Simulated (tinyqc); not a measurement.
# MOSFET with velocity saturation and source resistance: what changes with what

Strong inversion, charge Q = Cox (Vg - m V) at channel potential V with Vg the gate overdrive, and drift velocity v = mu E/(1 + mu E/vsat). Integrating along the channel gives I = mu Cox (1/L)(Vg Vd - m Vd^2/2)/(1 + Vd/Vc) per width, Vc = vsat L/mu, which peaks at Vdsat. Units: I in uA/um, Rs in ohm um, so the drop over Rs is 1e-6 I Rs volts.

Values chosen for this exercise:
- Cox = 2.01 uF/cm^2 (gate capacitance)
- mu0 = 130 cm^2/(V s) (mobility at low gate voltage)
- th = 0 1/V (mobility degradation)
- vsat = 7.1e6 cm/s (saturation velocity)
- m = 1.16 (body factor)
- VT = 0.51 V (threshold)
- L = 2 um (channel length)
- Rs = 300 ohm um (source resistance)
- Vgs = 1.2 V (gate voltage)

Each table varies one quantity; the others keep the values above.

## Effect of the channel length

Vg = Vgs - I Rs - VT (0 if negative), mu = mu0/(1 + th Vg), Vc = vsat L/mu, x = sqrt(1 + 2 Vg/(m Vc)), Vdsat = 2 Vg/(m (1 + x)), Isat = Cox vsat Vg (x - 1)/(x + 1) per width. I = Isat is solved self-consistently; gm = dI/dVgs; Vdsat is the intrinsic value. The velocity at the source is I/(Cox Vg).

Effect of the channel length:

| L (um) | Vc (V) | Vdsat (V) | Isat (uA/um) | gm (uS/um) | velocity at the source/vsat |
|---|---|---|---|---|---|
| 0.03 | 0.1638 | 0.2721 | 374.1 | 702.9 | 0.4537 |
| 0.057 | 0.3113 | 0.3359 | 300.1 | 606.0 | 0.3505 |
| 0.11 | 0.6008 | 0.4024 | 223.1 | 488.5 | 0.2509 |
| 0.2 | 1.092 | 0.4578 | 158.8 | 374.2 | 0.1733 |
| 0.39 | 2.130 | 0.5082 | 100.4 | 254.0 | 0.1066 |
| 0.73 | 3.987 | 0.5422 | 61.03 | 162.5 | 0.06367 |
| 1.4 | 7.646 | 0.5650 | 34.56 | 95.39 | 0.03563 |
| 2.6 | 14.20 | 0.5780 | 19.48 | 54.90 | 0.01995 |
| 5 | 27.31 | 0.5859 | 10.40 | 29.71 | 0.01061 |

As L goes from 0.03 to 5 um, Isat falls from 374 to 10.4 uA/um, Vdsat rises from 0.272 to 0.586 V and gm falls from 703 to 29.7 uS/um; the velocity at the source goes from 0.45 to 0.011 of vsat. Isat goes as L^(-0.34) between the first two rows and as L^(-0.96) between the last two. For L = 0.03 to 0.057 um the channel is so short that velocity overshoot and near-ballistic transport, left out here, matter.

## Effect of the gate voltage

Same model as above.

The same in every row: Vc (V) = 10.92.

Effect of the gate voltage:

| Vgs (V) | Vdsat (V) | Isat (uA/um) | gm (uS/um) | velocity at the source/vsat |
|---|---|---|---|---|
| 0.66 | 0.1282 | 1.246 | 16.48 | 0.005836 |
| 0.92 | 0.3456 | 9.053 | 43.21 | 0.01558 |
| 1.19 | 0.5653 | 24.22 | 68.78 | 0.02522 |
| 1.45 | 0.7714 | 45.10 | 91.55 | 0.03411 |
| 1.72 | 0.9803 | 72.82 | 113.5 | 0.04295 |
| 1.98 | 1.177 | 104.9 | 133.2 | 0.05111 |
| 2.25 | 1.376 | 143.5 | 152.4 | 0.05926 |
| 2.51 | 1.564 | 185.4 | 169.7 | 0.06682 |

Read the table: what changes, and by how much?

As Vgs goes from 0.66 to 2.51 V, Isat rises from 1.25 to 185 uA/um, Vdsat rises from 0.128 to 1.56 V and gm rises from 16.5 to 170 uS/um; the velocity at the source goes from 0.0058 to 0.067 of vsat. Against the overdrive Vgs - VT the current goes with exponent 1.97 at the start and 1.84 at the end (2 for the square law). With vsat made a thousand times larger the last exponent would be 1.94, which is what th and Rs alone leave. For Vgs = 2.25 to 2.51 V the channel charge passes 3 uC/cm^2, near what a silicon dioxide gate withstands.

## Effect of the saturation velocity

Same model as above.

Effect of the saturation velocity:

| vsat (cm/s) | Vc (V) | Vdsat (V) | Isat (uA/um) | gm (uS/um) | velocity at the source/vsat |
|---|---|---|---|---|---|
| 4e6 | 6.1538 | 0.56288 | 24.008 | 66.042 | 0.043734 |
| 5.6e6 | 8.6154 | 0.56964 | 24.589 | 68.376 | 0.032001 |
| 7.8e6 | 12.000 | 0.57460 | 25.019 | 70.134 | 0.023382 |
| 1.1e7 | 16.923 | 0.57839 | 25.350 | 71.502 | 0.016802 |
| 1.5e7 | 23.077 | 0.58090 | 25.571 | 72.423 | 0.012430 |
| 2.1e7 | 32.308 | 0.58291 | 25.748 | 73.165 | 0.0089406 |
| 3e7 | 46.154 | 0.58443 | 25.883 | 73.734 | 0.0062915 |

As vsat goes from 4e6 to 3e7 cm/s, Isat rises from 24.0 to 25.9 uA/um, Vdsat rises from 0.563 to 0.584 V and gm rises from 66.0 to 73.7 uS/um; the velocity at the source goes from 0.044 to 0.0063 of vsat. Isat goes as vsat^(0.07) between the first two rows and as vsat^(0.01) between the last two.

tinyqc, about 0.01 s, one thread, Intel Xeon 2.30GHz (shared host): `OMP_NUM_THREADS=1 python tinyqc.py 2500002 2500003 out.jsonl`
